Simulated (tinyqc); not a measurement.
# Changing the thickness W

Model: photoconductance decay in a wafer: bulk and surface recombination modes, and iron detection by pair splitting. Computed by tinyqc, a small Python program. Command: `OMP_NUM_THREADS=1 python tinyqc.py 3110738 3110739 out.jsonl pcd sweep`. One thread of a shared host (Intel(R) Xeon(R) Processor @ 2.30GHz), about 0.03 s of CPU time with the checks.

Both faces of the wafer have the same S; injection is low and all coefficients are constant. x runs from -W/2 to W/2.

Inputs (values chosen for the exercise, modelled on p-type silicon): diffusivity D = 27.1 cm^2/s; bulk lifetime tau_b without iron = 16 microsecond; surface recombination velocity S = 5.1 cm/s.

Method. Even modes cos(a x) obey b tan b = S W/(2 D) with b = a W/2, odd modes sin(a x) obey -b cot b = S W/(2 D); each decays at the rate 1/tau_b + D a^2. tau_eff is the decay time of the first mode. The surface time is 1/(D a^2) of that mode; shortcuts for it are W/(2 S), W^2/(pi^2 D) and their sum, whose error is sum/surface time - 1.

One run for each value:

| thickness W (micrometre) | tau_eff (microsecond) | surface time (microsecond) | tau_eff/tau_b |
|---|---|---|---|
| 20 | 14.793 | 196 | 0.92456 |
| 63 | 15.596 | 618 | 0.97475 |
| 110 | 15.766 | 1079 | 0.98539 |
| 200 | 15.871 | 1962 | 0.99191 |
| 360 | 15.928 | 3533 | 0.99549 |
| 630 | 15.959 | 6189 | 0.99742 |
| 1100 | 15.976 | 10822 | 0.99852 |
| 2000 | 15.987 | 19731 | 0.99919 |

Give the missing row, thickness W (micrometre) = 36.

Computed row:
```
thickness W (micrometre)  tau_eff (microsecond)  surface time (microsecond)  tau_eff/tau_b
36                                       15.306                         353        0.95664
```

Interpolating between the two neighbouring rows (the first column on a logarithmic scale, the others too where they are positive) misses by up to 0.70 %. Over the rows, tau_eff (microsecond) rises from 14.8 to 16.0 (exponent d ln y / d ln x 0.058 between the first rows and 0.0011 between the last); surface time (microsecond) rises from 196 to 19700 (exponent d ln y / d ln x about 1.0 throughout); tau_eff/tau_b rises from 0.925 to 0.999 (exponent d ln y / d ln x 0.058 between the first rows and 0.0011 between the last). The exponent of surface time stays at 1: slow surfaces, W/(2 S). Plotting 1/tau_eff against 1/W separates bulk and surface while W/(2 S) is the larger part of the surface time.
